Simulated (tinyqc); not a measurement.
sp3s* tight binding: one step. Levels at this k. The numbers come from values chosen for the exercise (near a published set for Ge, fitted to gaps, whose masses and valley positions are rough).

H(k) (eV), lower triangle (Hermitian):
```
                      sa                   xa                   ya                   za                  s*a
sa             -5.870000
xa                     0             1.607000
ya                     0                    0             1.607000
za                     0                    0                    0             1.607000
s*a                    0                    0                    0                    0             6.383000
sc   -6.444238-0.034111i   0.114508+1.246872i   0.157517+0.906427i   0.217614+0.656104i                    0
xc   -0.114508-1.246872i   1.533845+0.008119i  -0.195156-0.588392i  -0.141260-0.812882i  -0.109249-1.189604i
yc   -0.157517-0.906427i  -0.195156-0.588392i   1.533845+0.008119i  -0.102691-1.118192i  -0.150282-0.864796i
zc   -0.217614-0.656104i  -0.141260-0.812882i  -0.102691-1.118192i   1.533845+0.008119i  -0.207619-0.625970i
s*c                    0   0.109249+1.189604i   0.150282+0.864796i   0.207619+0.625970i                    0

            sc        xc        yc        zc       s*c
sc   -5.870000
xc           0  1.607000
yc           0         0  1.607000
zc           0         0         0  1.607000
s*c          0         0         0         0  6.383000
```

Question. Diagonalise H, which belongs to k = (0.15, 0.11, 0.08) (2 pi/a). Four bands are filled (two electrons each); give the make-up of band 5, the lowest empty one.

Give: levels; weights of band 5; weight of band 5 on atom a.

Answer.

levels (eV): -12.4997  -1.8608  -0.4145  -0.2535  1.5594  3.0634  3.4935  3.6371  6.7802  7.1630

weights of band 5: s 0.649, p 0.318, s* 0.034

weight of band 5 on atom a = 0.500

The vertical gap at this k is 1.8129 eV; band 5 is mostly s-like.

Computed by tinyqc, a small Python program: `OMP_NUM_THREADS=1 python tinyqc.py 1482311 1482312 out.jsonl` (the numbers bound the seed that draws the inputs); one thread of a shared host (Intel(R) Xeon(R) Processor @ 2.30GHz), about 0.07 s for the whole set of steps.
